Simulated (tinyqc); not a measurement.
UHF in the 3-21g basis, for H2-, spin multiplicity 2, step by step. The basis has no diffuse functions, so it cannot describe the extra electron: this is an exercise in the method, not the real anion. Computed by tinyqc, a small Python program that keeps every step (integrals from PySCF). Settings: charge = -1, multiplicity = 2, basis = 3-21g, energy threshold = 1e-09, iteration cap = 67, orthogonalisation = symmetric, start = random, DIIS depth = 0, method = UHF. Command: `OMP_NUM_THREADS=1 python tinyqc.py 22489 22490 out.jsonl` (the two numbers bound the seeds that draw the settings). One thread of a shared host (Intel(R) Xeon(R) Processor @ 2.60GHz), about 0.07 s of CPU time with the checks. Later iterations appear only in the table of the cycle.

## One-electron integrals

Geometry (angstrom):
```
atom       x       y       z
H     0.0000  0.0000  0.0000
H     0.0000  0.0000  1.2860
```

Basis 3-21g: exponents (1/bohr^2) and contraction coefficients of normalised primitives:
```
element  l (shell)  exponent  coefficient
H            s (1)    5.4472       0.1563
H            s (1)    0.8245       0.9047
H            s (2)    0.1832       1.0000
```

Overlap, kinetic and nuclear-attraction integrals over the contracted functions; the nuclear repulsion is the sum of Za Zb / Rab.

nuclear repulsion = 0.411491 hartree

overlap S, lower triangle:
```
        1H 1s   1H 2s   2H 1s   2H 2s
1H 1s  1.0000
1H 2s  0.6459  1.0000
2H 1s  0.0740  0.2645  1.0000
2H 2s  0.2645  0.5822  0.6459  1.0000
```

kinetic energy T (hartree), lower triangle:
```
         1H 1s   1H 2s   2H 1s   2H 2s
1H 1s   1.5494
1H 2s   0.2932  0.2748
2H 1s  -0.0642  0.0485  1.5494
2H 2s   0.0485  0.1023  0.2932  0.2748
```

nuclear attraction V (hartree), lower triangle:
```
         1H 1s    1H 2s    2H 1s    2H 2s
1H 1s  -2.1324
1H 2s  -1.0483  -1.0791
2H 1s  -0.1212  -0.4309  -2.1324
2H 2s  -0.4309  -0.6724  -1.0483  -1.0791
```

core Hamiltonian H = T + V (hartree), lower triangle:
```
         1H 1s    1H 2s    2H 1s    2H 2s
1H 1s  -0.5830
1H 2s  -0.7552  -0.8043
2H 1s  -0.1854  -0.3825  -0.5830
2H 2s  -0.3825  -0.5702  -0.7552  -0.8043
```

## Two-electron integrals

Functions are numbered as in S; the eight-fold symmetry (ij|kl) = (ji|kl) = (kl|ij) leaves the list below.

Two-electron integrals (ij|kl) in chemists' order, unique and non-zero (hartree):
```
(11|11) 1.1401   (21|11) 0.6114   (21|21) 0.3452   (22|11) 0.6264
(22|21) 0.3803   (22|22) 0.4830   (31|11) 0.0548   (31|21) 0.0328
(31|22) 0.0398   (31|31) 0.0056   (32|11) 0.1292   (32|21) 0.0817
(32|22) 0.1134   (32|31) 0.0156   (32|32) 0.0574   (33|11) 0.4110
(33|21) 0.2644   (33|22) 0.3881   (33|31) 0.0548   (33|32) 0.2395
(33|33) 1.1401   (41|11) 0.2395   (41|21) 0.1366   (41|22) 0.1530
(41|31) 0.0156   (41|32) 0.0395   (41|33) 0.1292   (41|41) 0.0574
(42|11) 0.3161   (42|21) 0.1950   (42|22) 0.2578   (42|31) 0.0266
(42|32) 0.0856   (42|33) 0.3161   (42|41) 0.0856   (42|42) 0.1637
(43|11) 0.2644   (43|21) 0.1694   (43|22) 0.2463   (43|31) 0.0328
(43|32) 0.1366   (43|33) 0.6114   (43|41) 0.0817   (43|42) 0.1950
(43|43) 0.3452   (44|11) 0.3881   (44|21) 0.2463   (44|22) 0.3533
(44|31) 0.0398   (44|32) 0.1530   (44|33) 0.6264   (44|41) 0.1134
(44|42) 0.2578   (44|43) 0.3803   (44|44) 0.4830
```

## Orthogonalisation

S = U s U^T; symmetric (Loewdin) form X = U s^(-1/2) U^T, so that X^T S X = 1.

eigenvalues of S: 0.2136  0.3829  1.1302  2.2733

X, lower triangle:
```
         1H 1s    1H 2s    2H 1s   2H 2s
1H 1s   1.2404
1H 2s  -0.4839   1.4514
2H 1s   0.0273   0.0251   1.2404
2H 2s   0.0251  -0.4398  -0.4839  1.4514
```

## Starting guess

The start is random orthonormal orbitals; D(s) = C_occ C_occ^T for each spin.

D(alpha) at the start, lower triangle:
```
         1H 1s   1H 2s    2H 1s   2H 2s
1H 1s   1.5038
1H 2s  -0.6373  0.3594
2H 1s   0.2512  0.2115   1.1734
2H 2s  -0.4640  0.1167  -0.3619  0.2146
```

D(beta) at the start, lower triangle:
```
         1H 1s    1H 2s    2H 1s   2H 2s
1H 1s   0.0325
1H 2s   0.0395   0.0481
2H 1s   0.1950   0.2373   1.1713
2H 2s  -0.0577  -0.0702  -0.3464  0.1024
```

## Iteration 1: building the Fock matrix

J_ij = sum D_kl (ij|kl) with D = D(alpha) + D(beta), K_ij = sum D_kl (ik|jl) for each spin; F = H + J - K(s); E = tr D H + tr D J / 2 - 0.5 sum_s tr D(s) K(s) + E_nn.

Coulomb J (hartree), lower triangle:
```
        1H 1s   1H 2s   2H 1s   2H 2s
1H 1s  1.9325
1H 2s  1.1179  1.3792
2H 1s  0.1611  0.5958  2.6378
2H 2s  0.4876  0.9307  1.4540  1.6073
```

exchange K(alpha) (hartree), lower triangle:
```
        1H 1s   1H 2s   2H 1s   2H 2s
1H 1s  0.9180
1H 2s  0.3467  0.2166
2H 1s  0.0902  0.2841  1.1088
2H 2s  0.1045  0.1948  0.5802  0.3478
```

exchange K(beta) (hartree), lower triangle:
```
        1H 1s   1H 2s   2H 1s   2H 2s
1H 1s  0.0937
1H 2s  0.0905  0.1162
2H 1s  0.1454  0.2807  1.0635
2H 2s  0.0951  0.1604  0.5334  0.2819
```

F(alpha) (hartree), lower triangle:
```
         1H 1s    1H 2s   2H 1s   2H 2s
1H 1s   0.4315
1H 2s   0.0161   0.3582
2H 1s  -0.1145  -0.0708  0.9460
2H 2s   0.0006   0.1657  0.1187  0.4552
```

F(beta) (hartree), lower triangle:
```
         1H 1s    1H 2s   2H 1s   2H 2s
1H 1s   1.2557
1H 2s   0.2723   0.4587
2H 1s  -0.1698  -0.0674  0.9913
2H 2s   0.0100   0.2001  0.1655  0.5211
```

total energy of this density = 1.336834 hartree

## Iteration 1: diagonalisation and new density

Diagonalise F' = X^T F X, C = X C', fill 2 alpha and 1 beta electrons from the bottom; D(s) = C_occ C_occ^T. Each column has its largest component positive (the first on a tie).

F' = X^T F X (alpha) (hartree), lower triangle:
```
         1        2        3       4
1   0.7197
2  -0.4466   0.7055
3  -0.0561  -0.1090   1.4040
4   0.0239  -0.0982  -0.5712  0.8442
```

orbital energies (alpha) (hartree): MO1 0.2186, MO2 0.5192, MO3 1.1717, MO4 1.7639

coefficients C (alpha):
```
          MO1      MO2      MO3      MO4
1H 1s  0.4542  -0.3293  -1.2072  -0.0440
1H 2s  0.5656  -0.4194   1.4055   0.2520
2H 1s  0.1827   0.1799  -0.0639   1.3055
2H 2s  0.0355   0.9895  -0.4352  -1.1683
```

F' = X^T F X (beta) (hartree), lower triangle:
```
         1        2        3       4
1   1.7000
2  -0.4895   0.7237
3  -0.1080  -0.1030   1.4294
4  -0.0427  -0.0824  -0.5470  0.9017
```

orbital energies (beta) (hartree): MO1 0.3850, MO2 0.6892, MO3 1.7610, MO4 1.9197

coefficients C (beta):
```
          MO1      MO2      MO3      MO4
1H 1s  0.0692  -0.0376   0.4226   1.2607
1H 2s  0.6227   1.0623  -0.1275  -1.0012
2H 1s  0.2379  -0.1146   1.2432  -0.3987
2H 2s  0.3022  -1.0424  -1.0450   0.5145
```

D(alpha) after iteration 1, lower triangle:
```
         1H 1s    1H 2s   2H 1s   2H 2s
1H 1s   0.3148
1H 2s   0.3950   0.4958
2H 1s   0.0237   0.0279  0.0658
2H 2s  -0.3097  -0.3949  0.1845  0.9804
```

D(beta) after iteration 1, lower triangle:
```
        1H 1s   1H 2s   2H 1s   2H 2s
1H 1s  0.0048
1H 2s  0.0431  0.3878
2H 1s  0.0165  0.1481  0.0566
2H 2s  0.0209  0.1882  0.0719  0.0913
```

## Iteration 2: building the Fock matrix

As before.

Coulomb J (hartree), lower triangle:
```
        1H 1s   1H 2s   2H 1s   2H 2s
1H 1s  1.8362
1H 2s  1.0890  1.3608
2H 1s  0.1336  0.4397  1.7137
2H 2s  0.4573  0.8296  1.0329  1.3263
```

exchange K(alpha) (hartree), lower triangle:
```
        1H 1s   1H 2s   2H 1s   2H 2s
1H 1s  0.8236
1H 2s  0.5915  0.5303
2H 1s  0.0839  0.2323  0.5693
2H 2s  0.2297  0.3414  0.5072  0.5443
```

exchange K(beta) (hartree), lower triangle:
```
        1H 1s   1H 2s   2H 1s   2H 2s
1H 1s  0.2727
1H 2s  0.3013  0.3937
2H 1s  0.1546  0.2504  0.3331
2H 2s  0.2226  0.3287  0.3130  0.3517
```

F(alpha) (hartree), lower triangle:
```
         1H 1s    1H 2s    2H 1s    2H 2s
1H 1s   0.4296
1H 2s  -0.2577   0.0263
2H 1s  -0.1357  -0.1750   0.5614
2H 2s  -0.1549  -0.0819  -0.2295  -0.0223
```

F(beta) (hartree), lower triangle:
```
         1H 1s    1H 2s    2H 1s   2H 2s
1H 1s   0.9805
1H 2s   0.0325   0.1629
2H 1s  -0.2064  -0.1932   0.7976
2H 2s  -0.1478  -0.0693  -0.0353  0.1704
```

total energy of this density = -0.849850 hartree

## Iteration 2: diagonalisation and new density

As before.

F' = X^T F X (alpha) (hartree), lower triangle:
```
         1        2        3       4
1   0.9644
2  -0.7387   0.5482
3  -0.0056  -0.0809   1.1201
4  -0.0298  -0.1209  -0.7148  0.4401
```

orbital energies (alpha) (hartree): MO1 -0.1455, MO2 0.1202, MO3 1.5239, MO4 1.5743

coefficients C (alpha):
```
          MO1      MO2      MO3      MO4
1H 1s  0.2450  -0.2750  -1.2435   0.3039
1H 2s  0.3880  -0.8251   1.3045  -0.0420
2H 1s  0.2037   0.1545   0.2829   1.2762
2H 2s  0.4462   0.9071  -0.5911  -1.0787
```

F' = X^T F X (beta) (hartree), lower triangle:
```
         1        2        3       4
1   1.4920
2  -0.5816   0.5778
3  -0.0735  -0.1330   1.2900
4  -0.0942  -0.1996  -0.5891  0.6272
```

orbital energies (beta) (hartree): MO1 0.0217, MO2 0.5559, MO3 1.6343, MO4 1.7751

coefficients C (beta):
```
          MO1      MO2      MO3      MO4
1H 1s  0.1012   0.0505   0.0863   1.3244
1H 2s  0.5034   1.0429   0.1636  -1.0803
2H 1s  0.1843  -0.1041   1.3135  -0.0629
2H 2s  0.4428  -0.9952  -1.1271   0.2792
```

D(alpha) after iteration 2, lower triangle:
```
         1H 1s    1H 2s   2H 1s   2H 2s
1H 1s   0.1356
1H 2s   0.3219   0.8314
2H 1s   0.0074  -0.0484  0.0654
2H 2s  -0.1401  -0.5753  0.2310  1.0218
```

D(beta) after iteration 2, lower triangle:
```
        1H 1s   1H 2s   2H 1s   2H 2s
1H 1s  0.0102
1H 2s  0.0509  0.2534
2H 1s  0.0187  0.0928  0.0340
2H 2s  0.0448  0.2229  0.0816  0.1961
```

## Iteration 3: building the Fock matrix

As before.

Coulomb J (hartree), lower triangle:
```
        1H 1s   1H 2s   2H 1s   2H 2s
1H 1s  1.7265
1H 2s  1.0368  1.3231
2H 1s  0.1301  0.4364  1.7133
2H 2s  0.4379  0.8156  1.0327  1.3242
```

exchange K(alpha) (hartree), lower triangle:
```
        1H 1s   1H 2s   2H 1s   2H 2s
1H 1s  0.6748
1H 2s  0.5473  0.5428
2H 1s  0.0822  0.2194  0.5795
2H 2s  0.2256  0.3391  0.5096  0.5448
```

exchange K(beta) (hartree), lower triangle:
```
        1H 1s   1H 2s   2H 1s   2H 2s
1H 1s  0.2659
1H 2s  0.2870  0.3692
2H 1s  0.1535  0.2479  0.3327
2H 2s  0.2255  0.3328  0.3279  0.3836
```

F(alpha) (hartree), lower triangle:
```
         1H 1s    1H 2s    2H 1s    2H 2s
1H 1s   0.4686
1H 2s  -0.2657  -0.0240
2H 1s  -0.1376  -0.1655   0.5508
2H 2s  -0.1702  -0.0936  -0.2321  -0.0248
```

F(beta) (hartree), lower triangle:
```
         1H 1s    1H 2s    2H 1s   2H 2s
1H 1s   0.8776
1H 2s  -0.0053   0.1497
2H 1s  -0.2088  -0.1939   0.7975
2H 2s  -0.1701  -0.0874  -0.0504  0.1363
```

total energy of this density = -0.918418 hartree

## Iteration 3: diagonalisation and new density

As before.

F' = X^T F X (alpha) (hartree), lower triangle:
```
         1        2        3       4
1   1.0212
2  -0.7371   0.4714
3  -0.0063  -0.0596   1.1074
4  -0.0510  -0.1134  -0.7200  0.4443
```

orbital energies (alpha) (hartree): MO1 -0.1609, MO2 0.1026, MO3 1.5301, MO4 1.5725

coefficients C (alpha):
```
          MO1      MO2      MO3      MO4
1H 1s  0.2348  -0.2062  -1.2337   0.3932
1H 2s  0.4491  -0.8572   1.2600  -0.1033
2H 1s  0.1912   0.1814   0.3699   1.2521
2H 2s  0.4005   0.9260  -0.6320  -1.0571
```

F' = X^T F X (beta) (hartree), lower triangle:
```
         1        2        3       4
1   1.3748
2  -0.5790   0.5863
3  -0.0714  -0.1239   1.3007
4  -0.1068  -0.2071  -0.6000  0.5960
```

orbital energies (beta) (hartree): MO1 -0.0072, MO2 0.5399, MO3 1.6433, MO4 1.6819

coefficients C (beta):
```
          MO1      MO2      MO3      MO4
1H 1s  0.1308   0.0857   0.2083   1.3063
1H 2s  0.4612   1.0218   0.0648  -1.1286
2H 1s  0.1709  -0.1028   1.3039  -0.1850
2H 2s  0.4748  -0.9819  -1.0904   0.3952
```

D(alpha) after iteration 3, lower triangle:
```
         1H 1s    1H 2s   2H 1s   2H 2s
1H 1s   0.0976
1H 2s   0.2822   0.9365
2H 1s   0.0075  -0.0697  0.0695
2H 2s  -0.0969  -0.6140  0.2446  1.0179
```

D(beta) after iteration 3, lower triangle:
```
        1H 1s   1H 2s   2H 1s   2H 2s
1H 1s  0.0171
1H 2s  0.0603  0.2127
2H 1s  0.0223  0.0788  0.0292
2H 2s  0.0621  0.2190  0.0811  0.2254
```

## Iteration 4: building the Fock matrix

As before.

Coulomb J (hartree), lower triangle:
```
        1H 1s   1H 2s   2H 1s   2H 2s
1H 1s  1.7040
1H 2s  1.0262  1.3156
2H 1s  0.1293  0.4356  1.7127
2H 2s  0.4339  0.8126  1.0322  1.3230
```

exchange K(alpha) (hartree), lower triangle:
```
        1H 1s   1H 2s   2H 1s   2H 2s
1H 1s  0.6281
1H 2s  0.5296  0.5442
2H 1s  0.0825  0.2178  0.5860
2H 2s  0.2226  0.3387  0.5118  0.5444
```

exchange K(beta) (hartree), lower triangle:
```
        1H 1s   1H 2s   2H 1s   2H 2s
1H 1s  0.2795
1H 2s  0.2926  0.3656
2H 1s  0.1557  0.2459  0.3285
2H 2s  0.2313  0.3331  0.3279  0.3881
```

F(alpha) (hartree), lower triangle:
```
         1H 1s    1H 2s    2H 1s    2H 2s
1H 1s   0.4929
1H 2s  -0.2585  -0.0329
2H 1s  -0.1386  -0.1646   0.5437
2H 2s  -0.1712  -0.0963  -0.2347  -0.0257
```

F(beta) (hartree), lower triangle:
```
         1H 1s    1H 2s    2H 1s   2H 2s
1H 1s   0.8415
1H 2s  -0.0215   0.1457
2H 1s  -0.2118  -0.1928   0.8012
2H 2s  -0.1799  -0.0908  -0.0509  0.1306
```

total energy of this density = -0.924918 hartree

## Iteration 4: diagonalisation and new density

As before.

F' = X^T F X (alpha) (hartree), lower triangle:
```
         1        2        3       4
1   1.0478
2  -0.7309   0.4514
3  -0.0076  -0.0552   1.0996
4  -0.0551  -0.1126  -0.7216  0.4464
```

orbital energies (alpha) (hartree): MO1 -0.1618, MO2 0.1020, MO3 1.5353, MO4 1.5697

coefficients C (alpha):
```
          MO1      MO2      MO3      MO4
1H 1s  0.2231  -0.1890  -1.2122   0.4682
1H 2s  0.4551  -0.8755   1.2379  -0.1696
2H 1s  0.1928   0.1860   0.4445   1.2267
2H 2s  0.4018   0.9233  -0.6862  -1.0248
```

F' = X^T F X (beta) (hartree), lower triangle:
```
         1        2        3       4
1   1.3371
2  -0.5829   0.5916
3  -0.0730  -0.1207   1.3057
4  -0.1131  -0.2070  -0.6007  0.5892
```

orbital energies (beta) (hartree): MO1 -0.0148, MO2 0.5352, MO3 1.6445, MO4 1.6588

coefficients C (beta):
```
          MO1      MO2      MO3      MO4
1H 1s  0.1455   0.0972   0.5575   1.1970
1H 2s  0.4512   1.0107  -0.2520  -1.1164
2H 1s  0.1662  -0.1021   1.2036  -0.5362
2H 2s  0.4783  -0.9822  -0.9368   0.6810
```

D(alpha) after iteration 4, lower triangle:
```
         1H 1s    1H 2s   2H 1s   2H 2s
1H 1s   0.0855
1H 2s   0.2670   0.9737
2H 1s   0.0079  -0.0751  0.0718
2H 2s  -0.0849  -0.6255  0.2492  1.0139
```

D(beta) after iteration 4, lower triangle:
```
        1H 1s   1H 2s   2H 1s   2H 2s
1H 1s  0.0212
1H 2s  0.0656  0.2036
2H 1s  0.0242  0.0750  0.0276
2H 2s  0.0696  0.2158  0.0795  0.2288
```

## Iteration 20 (converged): orbitals

converged F(alpha) (hartree), lower triangle:
```
         1H 1s    1H 2s    2H 1s    2H 2s
1H 1s   0.5249
1H 2s  -0.2442  -0.0311
2H 1s  -0.1389  -0.1675   0.5250
2H 2s  -0.1675  -0.0974  -0.2441  -0.0311
```

converged F(beta) (hartree), lower triangle:
```
         1H 1s    1H 2s    2H 1s   2H 2s
1H 1s   0.8117
1H 2s  -0.0412   0.1361
2H 1s  -0.2146  -0.1894   0.8116
2H 2s  -0.1894  -0.0922  -0.0413  0.1361
```

As before.

F' = X^T F X (alpha) (hartree), lower triangle:
```
         1        2        3       4
1   1.0805
2  -0.7245   0.4444
3  -0.0083  -0.0550   1.0806
4  -0.0550  -0.1124  -0.7245  0.4444
```

orbital energies (alpha) (hartree): MO1 -0.1608, MO2 0.1024, MO3 1.5433, MO4 1.5650

coefficients C (alpha):
```
          MO1      MO2      MO3      MO4
1H 1s  0.2047  -0.1839  -0.9126   0.9303
1H 2s  0.4313  -0.9044   1.0493  -0.6556
2H 1s  0.2047   0.1839   0.9111   0.9318
2H 2s  0.4312   0.9045  -1.0483  -0.6573
```

F' = X^T F X (beta) (hartree), lower triangle:
```
         1        2        3       4
1   1.3118
2  -0.5936   0.5911
3  -0.0748  -0.1183   1.3117
4  -0.1183  -0.2064  -0.5936  0.5911
```

orbital energies (beta) (hartree): MO1 -0.0189, MO2 0.5329, MO3 1.6405, MO4 1.6511

coefficients C (beta):
```
          MO1      MO2      MO3      MO4
1H 1s  0.1598   0.1028   0.9400   0.9243
1H 2s  0.4622   0.9934  -0.6352  -0.9648
2H 1s  0.1598  -0.1028   0.9396  -0.9248
2H 2s  0.4623  -0.9934  -0.6348   0.9651
```

D(alpha) after iteration 20, lower triangle:
```
         1H 1s    1H 2s   2H 1s   2H 2s
1H 1s   0.0758
1H 2s   0.2547   1.0040
2H 1s   0.0081  -0.0781  0.0757
2H 2s  -0.0781  -0.6320  0.2546  1.0040
```

D(beta) after iteration 20, lower triangle:
```
        1H 1s   1H 2s   2H 1s   2H 2s
1H 1s  0.0255
1H 2s  0.0739  0.2137
2H 1s  0.0255  0.0739  0.0255
2H 2s  0.0739  0.2137  0.0739  0.2137
```

## Convergence

Stop when the energy changes by less than 1e-09 hartree and every element of the error matrix X^T (F D S - S D F) X (for each spin) is below 9e-06.

Course of the cycle:
```
iteration  E (hartree)     change  largest element of the error matrix
1             1.336834          -                             5.54e-01
2            -0.849850  -2.19e+00                             2.01e-01
3            -0.918418  -6.86e-02                             6.49e-02
4            -0.924918  -6.50e-03                             2.40e-02
5            -0.925844  -9.26e-04                             1.01e-02
6            -0.926044  -2.00e-04                             4.74e-03
7            -0.926106  -6.22e-05                             2.45e-03
8            -0.926130  -2.36e-05                             1.37e-03
9            -0.926140  -9.74e-06                             8.06e-04
10           -0.926144  -4.13e-06                             4.94e-04
11           -0.926145  -1.77e-06                             3.11e-04
12           -0.926146  -7.60e-07                             1.99e-04
13           -0.926146  -3.27e-07                             1.28e-04
14           -0.926147  -1.41e-07                             8.35e-05
15           -0.926147  -6.05e-08                             5.44e-05
16           -0.926147  -2.60e-08                             3.56e-05
17           -0.926147  -1.12e-08                             2.33e-05
18           -0.926147  -4.83e-09                             1.53e-05
19           -0.926147  -2.08e-09                             1.00e-05
20           -0.926147  -8.94e-10                             6.56e-06
```

PySCF UHF in the same basis, after a stability check = -0.926147 hartree

Converged in 20 iterations.

## Populations, bond orders and dipole

Mulliken: Z minus the diagonal of D S on the atom; Loewdin: the same with S^(1/2) D S^(1/2); Mayer order: 2 sum_s sum (D(s) S)_ij (D(s) S)_ji over the two atoms.

Charges (e):
```
atom  Mulliken  Loewdin  Mulliken spin
1H     -0.5000  -0.5000         0.5000
2H     -0.5000  -0.5000         0.5000
```

Mayer bond orders:
```
pair   order
2-1   0.4267
```

dipole moment about the origin, x y z (debye): 0.0000  0.0000  -3.0887

<S^2> of the determinant (pure state: 0.75) = 0.7523
